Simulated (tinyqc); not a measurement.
Plane-wave Kohn-Sham cycle with exchange-only LDA in a layered model solid, step by step. One step of it, computed by the program tinyqc.

Problem. Iteration 1: Hamiltonian at one k. H(m,m') = (k + G_m)^2/2 delta + V(G_m - G_m'), with V(-G) = V(G).

A solid whose potential varies along x alone (atomic units):
```
parameter                      value
period a                   16.600000
cross-section of the cell  20.000000
electrons per cell                 4
grid points                       16
plane waves -n..n, n               2
k points                           4
V1 in V1 cos(2 pi x/a)     -0.770000
V2 in V2 cos(4 pi x/a)     -0.220000
```

V(G_m), m = 0, 1, 2, ... (hartree): [-0.225752, -0.385000, -0.110000, 0.000000, 0.000000]

k = 0.125000 2 pi / a

Give: H.

Solution.

H (hartree), order -2, -1, +0, +1, +2:
$$\begin{pmatrix}
0.0261 & -0.3850 & -0.1100 & 0.0000 & 0.0000 \\
-0.3850 & -0.1709 & -0.3850 & -0.1100 & 0.0000 \\
-0.1100 & -0.3850 & -0.2246 & -0.3850 & -0.1100 \\
0.0000 & -0.1100 & -0.3850 & -0.1351 & -0.3850 \\
0.0000 & 0.0000 & -0.1100 & -0.3850 & 0.0977
\end{pmatrix}$$
